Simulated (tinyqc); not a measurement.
Inputs raised by 10 %, one at a time: global model of a low-pressure process discharge: electron temperature, density, ion flux and ion energy. Computed by tinyqc, a small Python program. Command: `OMP_NUM_THREADS=1 python tinyqc.py 3111330 3111331 out.jsonl plasma sens`. One thread of a shared host (Intel(R) Xeon(R) Processor @ 2.30GHz), about 0.01 s of CPU time with the checks.

Maxwellian electrons with temperature T_e in eV, one positive ion, no negative ions, uniform bulk density n; rate constants have the Arrhenius form.

Inputs (values chosen for the exercise, of the order of those of an inductive discharge in a simple atomic gas):
```
quantity                          value   unit
ion mass M                           40      u
ionisation prefactor K0         3.8e-14  m^3/s
ionisation energy E_iz             15.4     eV
excitation prefactor X0         1.1e-14  m^3/s
excitation energy E_ex             9.04     eV
elastic rate constant K_el      7.2e-14  m^3/s
ion-neutral cross section       7.7e-19    m^2
pressure p                         0.64     Pa
gas temperature T_g                 300      K
radius R                            8.3     cm
height L                             19     cm
absorbed power P                    750      W
bias power P_b                       50      W
radius of the biased electrode      7.5     cm
bias frequency                       27    MHz
```

Constants: k_B = 1.380649e-23 J/K; e = 1.602176634e-19 C; u = 1.6605390666e-27 kg; m_0 = 9.1093837015e-31 kg; eps_0 = 8.8541878128e-12 F/m.

Method:
- n_g = p/(k_B T_g); lambda_i = 1/(n_g sigma); h_L = 0.86/sqrt(3 + L/(2 lambda_i)), h_R = 0.8/sqrt(4 + R/lambda_i); A_eff = 2 pi R^2 h_L + 2 pi R L h_R; d_eff = pi R^2 L/A_eff.
- Particle balance: K0 exp(-E_iz/T_e) n_g d_eff = u_B, u_B = sqrt(e T_e/M).
- Root found by bracketing.
- E_c = E_iz + (X0 exp(-E_ex/T_e) E_ex + K_el (3 m_0/M) T_e)/K_iz; wall potential V_s = (T_e/2) ln(M/(2 pi m_0)); E_T = E_c + 2 T_e + T_e/2 + V_s; n = P/(e u_B A_eff E_T); ion current density J = e h_L n u_B; ionised share n/n_g.
- All bias power goes to ions: V_b = P_b/(J pi r^2). Debye length at the sheath edge lambda_D = sqrt(eps_0 T_e/(e h_L n)); Child-law sheath s = (sqrt2/3) lambda_D (2 V/T_e)^(3/4), V = V_b + V_s; ion transit time tau_i = 3 s sqrt(M/(2 e V)); collisions in the sheath s/lambda_i.

Runs:
```
input moved                         from        to  T_e (eV)  ion current density J (mA/cm^2)  bias voltage V_b (V)  sheath width s (mm)
base run                               -         -    2.6931                           8.7595                32.301              0.17231
ionisation prefactor K0 (m^3/s)  3.8e-14  4.18e-14    2.6449                           9.0130                31.393              0.16664
excitation prefactor X0 (m^3/s)  1.1e-14  1.21e-14    2.6931                           8.3874                33.734              0.18029
pressure p (Pa)                     0.64     0.704    2.6273                           8.5696                33.017              0.17540
gas temperature T_g (K)              300       330    2.7620                           8.9397                31.650              0.16963
radius R (cm)                        8.3      9.13    2.6491                           7.7962                36.293              0.19408
absorbed power P (W)                 750       825    2.6931                           9.6355                29.365              0.15617
bias power P_b (W)                    50        55    2.6931                           8.7595                35.531              0.18153
```

Exponents ln(y'/y) / ln(x'/x):
```
input                       T_e  ion current density J  bias voltage V_b  sheath width s
ionisation prefactor K0  -0.190                  0.299            -0.299          -0.351
excitation prefactor X0   0.000                 -0.456             0.456           0.475
pressure p               -0.260                 -0.230             0.230           0.186
gas temperature T_g       0.265                  0.214            -0.214          -0.165
radius R                 -0.173                 -1.222             1.222           1.248
absorbed power P          0.000                  1.000            -1.000          -1.032
bias power P_b            0.000                  0.000             1.000           0.547
```

Among the inputs moved here: T_e answers most in size to gas temperature T_g (exponent +0.265), and about equally to pressure p (-0.260); its exponent is below 0.0005 for excitation prefactor X0, absorbed power P, bias power P_b. Its exponent 0.000 in absorbed power P: T_e follows from the particle balance. ion current density J answers most in size to radius R (exponent -1.222), next to absorbed power P (+1.000); its exponent is below 0.0005 for bias power P_b. Bias voltage V_b answers most in size to radius R (exponent +1.222), next to absorbed power P (-1.000). Its exponent -1.000 in absorbed power P: more ions share the bias power. Sheath width s answers most in size to radius R (exponent +1.248), next to absorbed power P (-1.032).
